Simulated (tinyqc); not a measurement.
Width of the well: finite square well with mass mismatch (envelope functions).

A square well of width L and depth V0, mass mw inside and mb outside, energies from the bottom of the well, c = hbar^2/2m0. k = sqrt(mw E/c), kappa = sqrt(mb (V0 - E)/c). psi and psi'/m are continuous at the walls (BenDaniel-Duke), so level n solves k L + 2 atan[(k/mw)/(kappa/mb)] = n pi.

Constants: hbar^2/2m0 = 3.80998211 eV angstrom^2.

Values chosen for the exercise (near those of the light valleys of a Si film in SiO2; shifted at random, so the results belong to these values and not to a real crystal):

| symbol | value | unit | meaning |
|---|---|---|---|
| V0 | 3.042 | eV | barrier height |
| mw | 0.19 | m0 | mass in the well |
| mb | 0.495 | m0 | mass in the barrier |
| Ls | (8, 11, 16, 22, 31, 43, 60) | angstrom | widths |

Levels against L, beside the infinite well E1(hard) = c (pi/L)^2/mw; Pb is the probability of level 1 in the barriers; a dash marks an unbound level.

Levels:

| L (angstrom) | bound levels | E1 (eV) | E2 (eV) | E1(hard) (eV) | Pb |
|---|---|---|---|---|---|
| 8 | 1 | 0.8051 | - | 3.0924 | 0.121 |
| 11 | 2 | 0.5582 | 2.3680 | 1.6356 | 0.072 |
| 16 | 2 | 0.3441 | 1.4455 | 0.7731 | 0.036 |
| 22 | 3 | 0.2186 | 0.9019 | 0.4089 | 0.019 |
| 31 | 4 | 0.1290 | 0.5244 | 0.2059 | 0.009 |
| 43 | 6 | 0.0755 | 0.3042 | 0.1070 | 0.004 |
| 60 | 8 | 0.0425 | 0.1706 | 0.0550 | 0.002 |

The infinite well overestimates E1 by a factor 3.84 at 8 angstrom and 1.29 at 60 angstrom. The local exponent d ln E1/d ln L goes from -1.15 (first two rows) to -1.72 (last two), towards the -2 of hard walls, as Pb falls from 0.121 to 0.002. E2 - E1 is largest at 11 angstrom of the widths listed. Non-parabolicity, which grows with the level, already counts at a few tenths of an eV, and levels above about 0.5 eV lie beyond a parabolic band.

(tinyqc, `OMP_NUM_THREADS=1 python tinyqc.py 1282383 1282384 out.jsonl`, Intel(R) Xeon(R) Processor @ 2.30GHz, 1 thread, shared host, about 0.01 s.)
